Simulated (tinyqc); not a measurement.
Special k points of the hexagonal lattice: one step. Irreducible points and weights. Three cases, with inputs chosen for the exercise.

Question. Join points that an operation carries into one another (modulo reciprocal vectors); list each class by its first point in the order of (j1, j2, ...).

Lattice vectors in units of a: a1 = (1, 0), a2 = (-1/2, sqrt(3)/2); reciprocal vectors b_i with a_i . b_j = 2 pi delta_ij. Mesh: k = sum_i f_i b_i with f_i = (2 j_i + shift)/(2 N), j_i = 0 .. N-1. The point group of the lattice has 12 operations; only those that map the mesh onto itself are used.

Case 1.

Values chosen: N = 3 (points along each reciprocal vector); shift = 0 (half steps).

Case 2.

Values chosen: N = 5 (points along each reciprocal vector); shift = 0 (half steps).

Case 3.

Values chosen: N = 3 (points along each reciprocal vector); shift = 0 (half steps).

Give: Irreducible points; operations that keep the mesh; irreducible points.

Answer.

Case 1.

Irreducible points:
```
f1,f2,weight
0.0000,0.0000,1
0.0000,0.3333,6
0.3333,0.3333,2
```

operations that keep the mesh = 12
irreducible points = 3

The weights add up to 9 = N^2; symmetry saves a factor 3.0.

Case 2.

Irreducible points:
```
f1,f2,weight
0.0000,0.0000,1
0.0000,0.2000,6
0.0000,0.4000,6
0.2000,0.2000,6
0.2000,0.4000,6
```

operations that keep the mesh = 12
irreducible points = 5

The weights add up to 25 = N^2; symmetry saves a factor 5.0.

Case 3.

Irreducible points:
```
f1,f2,weight
0.0000,0.0000,1
0.0000,0.3333,6
0.3333,0.3333,2
```

operations that keep the mesh = 12
irreducible points = 3

The weights add up to 9 = N^2; symmetry saves a factor 3.0.

Computed by tinyqc, one run a case: `OMP_NUM_THREADS=1 python tinyqc.py N N+1 out.jsonl` with N = 1681777, 1682037, 1682266; one thread of a shared Intel(R) Xeon(R) Processor @ 2.30GHz, about 0.1 s a run at most.
